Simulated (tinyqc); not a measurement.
# Disorder broadening of a flat band (such as a Landau level) in the self-consistent Born approximation: effect of the mixing

The local Green function is G = g0(z - Sigma) with z = E + i eta and g0(z) = 1/z; the self-energy is Sigma = D G. The density of states is -Im G/pi.

G = g0(z - Sigma), Sigma(out) = D G, Sigma(new) = Sigma + mix (Sigma(out) - Sigma). Iterations from Sigma = 0 until |Sigma(out) - Sigma| < 1e-10 eV, at most 500. The factor is |1 - mix + mix L|, L = d Sigma(out)/d Sigma at the solution.

Inputs (values chosen for the exercise): variance of the random potential D = 2.1 eV^2; bare broadening eta = 0.55 eV; energy from the band centre E = -1.461 eV.

Results:

| mix | iterations | factor |
|---|---|---|
| 0.1 | 169 | 0.8684 |
| 0.2 | 81 | 0.7416 |
| 0.3 | 52 | 0.6226 |
| 0.5 | 30 | 0.4338 |
| 0.85 | 35 | 0.4913 |
| 1 | 57 | 0.6487 |

Estimate the missing row, mix = 0.7.

Computed row:

| mix | iterations | factor |
|---|---|---|
| 0.7 | 28 | 0.3949 |

With this row back in the table: L = -0.334+0.556i. The fewest iterations, 28, come at mix = 0.7; the smallest factor, 0.395, is at mix = 0.7. As a function of mix the factor has its minimum at Re(1 - L)/|1 - L|^2 = 0.639, below 1, so damping helps.

Range of the model: The self-consistent Born approximation misses band tails from rare fluctuations and localisation.

Program tinyqc, `OMP_NUM_THREADS=1 python tinyqc.py 2720045 2720046 out.jsonl`; Intel Xeon 2.30GHz, shared host, one thread, about 0.01 s.
